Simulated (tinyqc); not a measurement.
Pressure-driven transition between two phases with analytic equations of state: one step, computed by the program tinyqc.

Each phase obeys E = E0 + (9 V0 B0/16) [y^3 B' + y^2 (2 - 4 y)], y = (V0/V)^(2/3) - 1; P = (3 B0/2) (x^7 - x^5) [1 + (3/4)(B' - 4)(x^2 - 1)], x = (V0/V)^(1/3); E0 = 0 for phase 1 and Delta E0 for phase 2. H = E + P V.

Question. Shift with temperature. Start from P = Delta E0/(V0 of phase 1 - V0 of phase 2); at each P solve P(V) = P for both phases and step P(new) = P - (H_2 - H_1)/(V_2 - V_1); stop when |H_2 - H_1| < 1e-10 eV. At the zero-temperature transition the volume change is V_2/V_1 - 1 and the work is P (V_1 - V_2). At T the condition is H_2 - H_1 - T Delta S = 0, with Delta S constant and thermal expansion left out; the Clausius-Clapeyron slope is dP/dT = Delta S/(V_2 - V_1) at the zero-temperature point.

Inputs (values chosen for the exercise, for two model phases):

| quantity | value | unit |
|---|---|---|
| volume V0 of phase 1 | 13 | angstrom^3/atom |
| B0 of phase 1 | 72.1 | GPa |
| B' of phase 1 | 3.72 | - |
| volume V0 of phase 2 | 11.2 | angstrom^3/atom |
| B0 of phase 2 | 74.8 | GPa |
| B' of phase 2 | 4.04 | - |
| energy of phase 2 above phase 1, Delta E0 | 0.077 | eV/atom |
| entropy of phase 2 less phase 1, Delta S | -0.24 | k_B/atom |
| temperature T | 600 | K |

Equation of state: Birch-Murnaghan.

V_2 at the transition = 10.31732 angstrom^3

V_1 at the transition = 11.93178 angstrom^3

transition pressure = 7.248989 GPa

Constants: k_B = 8.617333262e-05 eV/K; 1 eV/angstrom^3 = 160.2176634 GPa.

Give: Clapeyron slope; transition pressure at T; linear estimate at T.

Answer.

Clapeyron slope = 2.052 MPa/K

transition pressure at T = 8.491 GPa

linear estimate at T = 8.480 GPa

The dense phase has the lower entropy, so heating raises the transition pressure. Caution: a constant Delta S holds only at high temperature; it vanishes as T goes to 0, so the shift counted from T = 0 is somewhat too large.
